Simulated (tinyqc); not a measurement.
Gain against bias and Miller's formula: avalanche multiplication and breakdown of a junction from ionisation integrals. Computed by tinyqc, a small Python program. Command: `OMP_NUM_THREADS=1 python tinyqc.py 3030605 3030606 out.jsonl impact walk`. One thread of a shared host (Intel(R) Xeon(R) Processor @ 2.30GHz), about 0.01 s of CPU time with the checks.

Ionisation coefficients follow the local field. Position x runs through the depletion layer from the p side (x = 0), where electrons enter, to the n side (x = w), where holes enter. The built-in voltage is neglected.

Inputs (values chosen for the exercise, modelled on silicon): electron prefactor a_n = 726000 1/cm; electron field b_n = 1.19e+06 V/cm; hole prefactor a_p = 1.5e+06 1/cm; hole field b_p = 2.01e+06 V/cm; exponent c = 1; permittivity eps = 11.7; doping N of the lightly doped side = 6.3e+14 1/cm^3; layer width W = 4.8 micrometre.

Junction: punch-through p+ n- n+.

Constants: e = 1.602176634e-19 C; eps_0 = 8.8541878128e-12 F/m.

Method:
- alpha_n = a_n exp(-(b_n/F)^c), alpha_p = a_p exp(-(b_p/F)^c).
- Field F = F_m - e N x/(eps eps_0) over the layer, w = W, V = F_m W - e N W^2/(2 eps eps_0); valid while F > 0 at x = W.
- With Phi(x) = int_0^x (alpha_n - alpha_p) dx': 1 - 1/M_n = I_n = int_0^w alpha_n exp(-Phi) dx and M_p = M_n exp(-Phi(w)); trapezoid rule on 401 even points; breakdown at I_n = 1.
- Solve I_n(F_m) = 1.
- Miller's exponent n is defined by 1 - 1/M = (V/V_B)^n for the larger M.

breakdown voltage = 116.876 V

critical field F_m = 0.266875 MV/cm

Gain:
```
V/V_B   V (V)  F_m (MV/cm)     M_n     M_p  Miller exponent n
0.50    58.44      0.14513   1.030  1.0001             5.1122
0.60    70.13      0.16948   1.131  1.0014             4.2237
0.70    81.81      0.19383   1.434  1.0093             3.3500
0.80    93.50      0.21818   2.316  1.0486             2.5334
0.90   105.19      0.24253   5.671  1.2697             1.8413
0.95   111.03      0.25470  12.997  1.8404             1.5609
0.98   114.54      0.26201  35.458  3.6873             1.4160
0.99   115.71      0.26444  73.039  6.8148             1.3717
```

What follows from these numbers?

The larger gain passes 2 between 0.700 and 0.800 of V_B and reaches 73.0 at 0.99. Miller's exponent runs from 1.4 to 5.1, so it is not a constant: a fit holds over a narrow range only. From the first row to the last the voltage grows by a factor 1.98 and the peak field by 1.82.

Extremes, crossings and ranges named in words are read from the listed rows.
